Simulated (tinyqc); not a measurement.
# Hole mobility in a silicon inversion layer, empirical terms and Matthiessen rule, step by step

Numbers from tinyqc (`OMP_NUM_THREADS=1 python tinyqc.py 2510073 2510074 out.jsonl`; about 0.01 s on one thread of a shared Intel Xeon 2.30GHz). Printed values are rounded.

Inversion layer of sheet density Ns on a uniformly doped body. The mobility terms are empirical power laws with prefactors chosen for the exercise; adding their inverses (Matthiessen) is itself an approximation.

Parameters, values chosen for the exercise; material values close to those of silicon: temperature T = 300 K; band gap Eg = 1.11 eV; relative permittivity of the semiconductor eps_r = 11.8; conduction-band density of states at T Nc = 2.82e19 cm^-3; valence-band density of states at T Nv = 2.69e19 cm^-3; body doping Nb = 1.8e18 cm^-3; reverse body bias Vsb = 0 V; weight of the inversion charge in the effective field eta = 0.3333; gate capacitance Cox = 1.41 uF/cm^2; phonon-limited mobility at 1 MV/cm and 300 K Ap = 140 cm^2/(V s); roughness-limited mobility at 1 MV/cm As = 511 cm^2/(V s); exponent of the roughness term gs = 1.3; Coulomb prefactor Ac = 1600 cm^2/(V s); charge at the interface Nit = 1e12 cm^-2; inversion density Ns = 9.6e12 cm^-2; ratio W/L WL = 20; drain voltage Vd = 0.01 V; measured linear current I = 25.6 uA.

Constants: q = 1.602176634e-19 C, kB = 1.380649e-23 J/K, Vt = kB T/q, eps0 = 8.8541878128e-14 F/cm where lengths are in cm. Results are converted to the units shown.

## Depletion charge and effective field

ni = sqrt(Nc Nv) exp(-Eg/(2 Vt)), Eg in volts; Ndep = sqrt(2 eps0 eps_r Nb (2 Vt ln(Nb/ni) + Vsb)/q); E = q (Ndep + eta Ns)/(eps0 eps_r), in MV/cm.

ni = 1.307408e10 cm^-3
Ndep = 4.769394e12 cm^-2
E = 1.222046 MV/cm

The depletion charge gives 59.8 % of the field.

## Mobility terms and their sum

With t = T/(300 K): muC = Ac (Ns/1e12 cm^-2) t/(Nb/1e17 cm^-3 + Nit/1e11 cm^-2), muP = Ap E^(-1/3) t^(-1.75), muS = As E^(-gs); 1/mu is the sum of the inverses.

terms (cm^2/(V s)): Coulomb 548.5714, phonon 130.9480, roughness 393.7378
mu = 83.33822 cm^2/(V s)
shares of 1/mu (%): Coulomb 15.19186, phonon 63.64222, roughness 21.16592

The phonon term limits most.

## Iteration 1: inversion density for the measured current

Ns at the start = 1.4e13 cm^-2

I = (W/L) q Ns mu Vd. E = q (Ndep + eta Ns)/(eps0 eps_r) in MV/cm. With t = T/(300 K): muC = Ac (Ns/1e12 cm^-2) t/(Nb/1e17 cm^-3 + Nit/1e11 cm^-2), muP = Ap E^(-1/3) t^(-1.75), muS = As E^(-gs); 1/mu is the sum of the inverses. Ns(new) = I/((W/L) q mu Vd).

E = 1.446935 MV/cm
mu = 80.04859 cm^2/(V s)
Ns after iteration 1 = 9.980353e12 cm^-2

## Iteration 2: inversion density for the measured current

As before.

E = 1.241486 MV/cm
mu = 83.17562 cm^2/(V s)
Ns after iteration 2 = 9.605137e12 cm^-2

## Course of the iteration: inversion density for the measured current

Stop when Ns changes by less than 1e5 cm^-2, or after 120 iterations.

Course of the iteration:
```
iteration   Ns (cm^-2)  |change| (cm^-2)
1          9.980353e12           4.02e12
2          9.605137e12           3.75e11
3          9.586621e12           1.85e10
4          9.585814e12            8.06e8
5          9.585780e12            3.49e7
6          9.585778e12            1.51e6
7          9.585778e12            6.52e4
```

Converged in 7 iterations. At the end each change is about 0.043 times the one before: linear convergence.

## Split C-V extraction

```
point  Vg (V)  Cgc (uF/cm^2)        I (uA)
0           0    1.242187e-4  9.899048e-10
1        0.05    6.578525e-4   2.777295e-8
2         0.1    0.003478281   7.777900e-7
3        0.15     0.01823435   2.157516e-5
4         0.2     0.09151760   5.698844e-4
5        0.25      0.3790994    0.01206467
6         0.3      0.9317485     0.1322374
7        0.35       1.285460     0.5824421
8         0.4       1.384678      1.386512
9        0.45       1.405150      2.419553
10        0.5       1.409082      3.588863
11       0.55       1.409827      4.840627
12        0.6       1.409967      6.141843
```

Q(Vg) is the trapezoid sum of Cgc from the first point (where Q is taken as 0); mu_eff = I/((W/L) Q Vd); mu_FE = (dI/dVg)/((W/L) Cox Vd) with a backward difference. Listed from point 4 on.

```
point  Q (uC/cm^2)  mu_eff (cm^2/(V s))  mu_FE (cm^2/(V s))
4      0.003409570            0.8357130          0.03888718
5       0.01517500             3.975181           0.8152330
6       0.04794620             13.79019            8.522892
7        0.1033764             28.17094            31.92941
8        0.1701298             40.74863            57.02622
9        0.2398755             50.43350            73.26532
10       0.3102313             57.84172            82.92979
11       0.3807041             63.57467            88.77759
12       0.4511989             68.06137            92.28482
```

At the last point mu_FE is 36 % above mu_eff.
